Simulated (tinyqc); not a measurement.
What moves the results: six-band hole subbands of a thin body in a field. A value that a table varies takes the place of the one given here.

Basis X, Y, Z times spin, hole energies counted downwards from the unstrained edge (the hydrostatic shift is left out), c = hbar^2/2m0. For a symmetric tensor T let C(T) have C_XX = L Txx + M (Tyy + Tzz), C_XY = N Txy (cyclic), L = c (g1 + 4 g2), M = c (g1 - 2 g2), N = 6 c g3. k = q + kz n, n the unit normal, q = k1 u + k2 v with u along the channel [1-10] and v = n x u. H = C(k k^T) + (Dso/3)(1 - L.sigma) - B + e F z with (L_k)_ij = -i epsilon_kij; B is the block C built from the traceless strain with 2b, -b and sqrt(3) d in place of L, M, N. Strain: exx = eyy = (s11 + s12) sx/2, ezz = s12 sx, exy = -s44 sx/4. Hard walls at z = 0 and t; basis sin(j pi z/t), j = 1 to Nz: kz^2 = (j pi/t)^2, kz = -i D with D_jl = 4 j l/(t (j^2 - l^2)), z_jj = t/2 and z_jl = -8 t j l/(pi (j^2 - l^2))^2 for j + l odd; 1 MV/cm = 0.01 eV/angstrom.

Nz = 14. E1 is the top subband at q = 0, gap the distance to the next pair, and the masses are c q^2/(E(q) - E1) at |q| = 0.02 1/angstrom (mean of the spin pair) along the channel [1-10] and across it in the plane; a dash marks a band that does not rise.

Constants: hbar^2/2m0 = 3.80998211 eV angstrom^2.

Inputs chosen for the exercise (near those of a p-type Si channel; shifted at random, so the results belong to these values and not to a real crystal):
- g1 = 4.28 (Luttinger gamma1)
- g2 = 0.34 (gamma2)
- g3 = 1.44 (gamma3)
- Dso = 0.044 eV (spin-orbit splitting)
- b = -2.08 eV (tetragonal potential)
- d = -4.71 eV (trigonal potential)
- S = (7.82, -2.15, 12.66) 1/TPa (compliances s11, s12, s44)
- face = 001 (surface)
- t = 65 angstrom (body thickness)
- F = 0 MV/cm (field across the body)
- sx = -1.5 GPa (stress along the channel [1-10], negative in compression)

## Stress along the channel

Each row has its own sx.

Results:
```
sx (GPa)  E1 (meV)  gap (meV)  m channel  m across
-3.0         -64.2       96.3      0.137     2.816
-2.0         -28.9       96.5      0.145     2.500
-1.0           5.2       50.8      0.161     1.838
-0.5          20.8       27.3      0.186     1.240
0.0           32.0       10.3      0.436     0.436
0.5           29.1       15.6      2.672     0.227
1.0           21.3       22.2      2.713     0.260
```

Under 2 GPa of compression the channel mass goes from 0.436 to 0.145 m0, the mass across from 0.436 to 2.500; the gap to the next subband is 96, 10 and 22 meV at -2, 0 and +1 GPa. The lightest channel mass of the table, 0.137 m0, is at -3.0 GPa.

## Surface orientation and number of bands

Three faces, six bands; and four bands, with Dso set to 1000 eV.

Results:
```
case           E1 (meV)  gap (meV)  m channel  m across
(001) 6 bands     -11.6       75.6      0.151     2.234
(001) 4 bands       7.0       62.2      0.188     0.573
(110) 6 bands     -39.8        9.4      0.115     0.278
(110) 4 bands      -8.2       49.3      0.149     0.293
(111) 6 bands     -30.6       37.9      0.127     0.978
(111) 4 bands      -7.3       41.8      0.163     0.242
```

With six bands the top subband is shallowest on (110) (-39.8 meV) and deepest on (001). Without the stress E1 would be 32.0, 10.4 and 12.5 meV, so the stress moves it by -43.6, -50.3 and -43.1 meV. The lightest channel mass is on (110) (0.115 m0). Dropping the split-off band moves E1 by 18.6, 31.6 and 23.3 meV and the gap by -13.4, 40.0 and 3.8 meV on the three faces, with Dso = 44 meV.

## What each parameter does

Six bands. Each row changes one parameter from the base and keeps the others.

Results:
```
case             E1 (meV)  gap (meV)  m channel (m0)  m across (m0)
base                -11.6       75.6           0.151          2.234
t = 75 angstrom     -19.6       72.6           0.147          2.198
F = 0.3 MV/cm        73.9       76.3           0.155          2.254
sx = -2 GPa         -28.9       96.5           0.145          2.500
g3 = 1.34           -11.6       75.6           0.151          1.347
g2 = 0.39           -12.5       76.0           0.149          2.011
Dso = 0.066 eV       -8.4       73.9           0.155          1.769
d = -3.77 eV         -4.4       62.2           0.154          1.981
```

The largest shifts from the base row, up to three for each result and ties (the steps differ in size, so this ranks the rows, not the parameters). E1 (meV): F +85.5, sx -17.3, t -8.0; unchanged at the printed digits by g3. gap (meV): sx +20.9, d -13.3, t -3.0; unchanged at the printed digits by g3. m channel (m0): sx -0.006, F +0.004, t -0.004, Dso +0.004; unchanged at the printed digits by g3. m across (m0): g3 -0.887, Dso -0.465, sx +0.266.

Computed by tinyqc, a small Python program: `OMP_NUM_THREADS=1 python tinyqc.py 1281001 1281002 out.jsonl` (the numbers bound the seed that draws the inputs); one thread of a shared host (Intel(R) Xeon(R) Processor @ 2.30GHz), about 0.4 s for the whole set of steps.
